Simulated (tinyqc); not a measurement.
From one set of inputs to another, one input at a time: switching kinetics of a ferroelectric film and the memory window of a ferroelectric gate stack. Computed by tinyqc, a small Python program. Command: `OMP_NUM_THREADS=1 python tinyqc.py 3016458 3016459 out.jsonl feswitch ladder`. One thread of a shared host (Intel(R) Xeon(R) Processor @ 2.30GHz), about 0.03 s of CPU time with the checks.

Fields in MV/cm; 1 microcoulomb/cm^2 over eps_0 is 11.29409 MV/cm. In the stack (metal, ferroelectric, interlayer, channel) the channel is taken as a conductor.

The inputs printed are set A. Inputs not listed in the table keep their values of set A, so the rows need not describe a real material.

Inputs (values chosen for the exercise, for a model hafnia-based film): saturation polarisation P_s = 29 microcoulomb/cm^2; ratio P_r/P_s = 0.81; coercive field E_c = 1 MV/cm; permittivity of the ferroelectric eps_F = 26; thickness t_F = 14 nm; permittivity of the interlayer eps_I = 5.5; interlayer thickness t_I = 0.97 nm; share s of P screened by trapped charge = 0.73; pulse height V = 6.4 V; time constant t_inf = 2.6e-11 s; activation field E_a = 7.9 MV/cm; Merz exponent alpha = 1; dimension n = 2; pulse length t_p = 2.9e-05 s; breakdown field of the interlayer = 17 MV/cm.

Kinetics: Kolmogorov-Avrami-Ishibashi (KAI).

Method. Series stack: V = E_F t_F + E_I t_I and eps_I E_I = eps_F E_F + (1 - s) P/eps_0. Before switching P = -P_r, after it P = +P_s; in retention V = 0 and P = +P_r. Merz's law: t1 = t_inf exp[(E_a/E)^alpha] at the mean of the fields before and after switching. KAI: switched share = 1 - exp[-(t/t1)^n].

Each row keeps all changes above it:
```
input moved                                         from     to  E_I after switching (MV/cm)  depolarising field in retention (MV/cm)  switching time t1 (s)
set A                                                  -      -                       28.390                                  0.67973             2.7222e-10
coercive field E_c (MV/cm)                             1    1.1                       28.390                                  0.67973             2.7222e-10
pulse height V (V)                                   6.4    3.1                       19.997                                  0.67973             3.7598e-09
saturation polarisation P_s (microcoulomb/cm^2)       29     30                       20.414                                  0.70316             3.7924e-09
activation field E_a (MV/cm)                         7.9    3.8                       20.414                                  0.70316             2.8566e-10
interlayer thickness t_I (nm)                       0.97   0.94                       20.571                                  0.68666             2.7942e-10
thickness t_F (nm)                                    14     13                       20.797                                  0.72602             2.4566e-10
time constant t_inf (s)                          2.6e-11  1e-11                       20.797                                  0.72602             9.4485e-11
```

Which inputs carry the difference?

E_I after switching goes from 28.4 to 20.8, a factor 0.733 in all. The largest single move comes from pulse height V (a factor 0.704). Depolarising field in retention goes from 0.680 to 0.726, a factor 1.07 in all. The largest single move comes from thickness t_F (a factor 1.06), and interlayer thickness t_I works against it (a factor 0.9765). Switching time t1 goes from 2.72e-10 to 9.45e-11, a factor 0.347 in all. The largest single move comes from pulse height V (a factor 13.8), but it runs against the net change; the largest move in the direction of the net change is activation field E_a (a factor 0.0753). The single moves hold for this order of the switches; the total does not depend on the order.

Caution (all rows): the interlayer field exceeds its breakdown field, so charge injection would change the fields. Caution (rows pulse height V, saturation polarisation P_s, activation field E_a, interlayer thickness t_I, thickness t_F, time constant t_inf): E_F after switching lies below E_c, so switching stalls before P_s and that state is not reached. Caution (rows pulse height V, saturation polarisation P_s, activation field E_a, interlayer thickness t_I, thickness t_F, time constant t_inf): the field changes much during switching, so one mean field is a crude stand-in.

Extremes, crossings and ranges named in words are read from the listed rows.
